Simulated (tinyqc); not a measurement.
Worked calculation: sp3 tight binding, zinc-blende lattice. One step of it, computed by the program tinyqc.

Question. Bloch Hamiltonian at k. Slater-Koster rules over the four bonds with direction cosines (l, m, n): ss V_ss; s-px l V_sp; px-s -l V_sp; px-px l^2 V_pps + (1 - l^2) V_ppp; px-py l m (V_pps - V_ppp); each times exp(i k.d).

Parameters chosen for this model: zinc-blende lattice, anion at 0, cation at a/4 (1,1,1); V = eta hbar^2 / (m d^2), hbar^2/m = 7.619964 eV angstrom^2:
```
parameter,value,unit
a,4.550000,angstrom
d,1.970208,angstrom
Es anion,-15.350000,eV
Ep anion,-9.070000,eV
Es cation,-10.270000,eV
Ep cation,-6.410000,eV
eta ss,-1.510000,
eta sp,1.680000,
eta pp sigma,2.880000,
eta pp pi,-0.780000,
V ss,-2.964188,eV
V sp,3.297905,eV
V pp sigma,5.653551,eV
V pp pi,-1.531170,eV
```

k point k (2 pi / a): 0.290000  0.020000  -0.430000

Give: H(k) at k.

Answer.

H(k) at k (eV), lower triangle (Hermitian):
```
,a s,a px,a py,a pz,c s,c px,c py,c pz
a s,-15.350
a px,0.000,-9.070
a py,0.000,0.000,-9.070
a pz,0.000,0.000,0.000,-9.070
c s,-8.306+0.102i,-0.134+2.614i,-2.094+0.168i,0.082-4.274i,-10.270
c px,0.134-2.614i,2.420-0.030i,-0.103+5.376i,2.634-0.211i,0.000,-6.410
c py,2.094-0.168i,-0.103+5.376i,2.420-0.030i,0.169-3.287i,0.000,0.000,-6.410
c pz,-0.082+4.274i,2.634-0.211i,0.169-3.287i,2.420-0.030i,0.000,0.000,0.000,-6.410
```
